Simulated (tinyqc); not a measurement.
Switching field against angle and time: single-domain magnet: Stoner-Wohlfarth switching, Neel-Arrhenius retention, LLG dynamics and spin torque. Computed by tinyqc, a small Python program. Command: `OMP_NUM_THREADS=1 python tinyqc.py 3028732 3028733 out.jsonl macro walk`. One thread of a shared host (Intel(R) Xeon(R) Processor @ 2.30GHz), about 0.04 s of CPU time with the checks.

The moment is uniform, with unit vector m; z is the easy axis. mu_0 = 1.25663706212e-6 T m/A, gamma = 1.76085963023e11 rad/(s T).

Inputs (values chosen for the exercise, for a model magnet):
```
quantity                      value    unit
saturation magnetisation M_s    537    kA/m
diameter d                       18      nm
thickness t                     2.1      nm
interface anisotropy K_i      0.545  mJ/m^2
bulk anisotropy K_u              11  kJ/m^3
exchange stiffness A             13    pJ/m
temperature T                    77       K
attempt frequency f0              1     GHz
waiting time t_w              1e-08       s
```

Shape: thin disc, easy axis normal to it.

Constants: k_B = 1.380649e-23 J/K.

Method:
- The disc is treated as an oblate spheroid with p = t/d: N_z = [1 - p arccos(p)/sqrt(1 - p^2)]/(1 - p^2); V = pi d^2 t/4; K_eff = K_u + K_i/t + K_shape, K_shape = -(mu_0 M_s^2/4)(3 N_z - 1); mu_0 H_K = 2 K_eff/M_s.
- Delta = K_eff V/(k_B T); tau = exp(Delta)/f0; probability of a flip within t_w: P = 1 - exp(-t_w/tau). Wall width parameter sqrt(A/K_eff); a two-domain state costs 4 sqrt(A K_eff) times the cross-section that the wall cuts (d t).
- Energy over K_eff V: e(theta) = sin^2(theta) + 2 h cos(theta - psi) for m at the angle theta from +z and a field that points at psi from -z (it pulls m away from +z towards negative theta); h_sw = (cos^(2/3) psi + sin^(2/3) psi)^(-3/2).
- Switching field at T: the h at which the exact barrier equals ln(f0 t_w/ln 2) k_B T (0 if the zero-field barrier is lower). Sharrock form: h_sw [1 - (ln(f0 t_w/ln 2)/Delta)^(1/n)], n = 0.86 + 1.14 h_sw.

stability factor Delta = 66.6748

Fields over H_K:
```
psi (degrees)  h_sw at T = 0  thermal, exact barrier  thermal, Sharrock form
1                    0.90707                 0.76296                 0.74121
10                   0.67381                 0.59153                 0.58045
20                   0.57365                 0.50766                 0.50518
30                   0.52402                 0.46512                 0.46642
45                   0.50000                 0.44437                 0.44732
60                   0.52402                 0.46512                 0.46642
75                   0.61466                 0.54237                 0.53647
89                   0.90707                 0.76296                 0.74121
```

At T = 0 the field is least at 45 degrees, H_K/2, and symmetric about it. Thermal help lowers it to 84 % at 1 degree and 89 % at 45 degrees; the Sharrock form misses the exact barrier by at most about 0.022 H_K, at psi = 1 (and its mirror angle). Caution: a flat cylinder has a smaller N_z than the spheroid of the same t/d, so K_eff of a real disc is larger.

Extremes, crossings and ranges named in words are read from the listed rows.
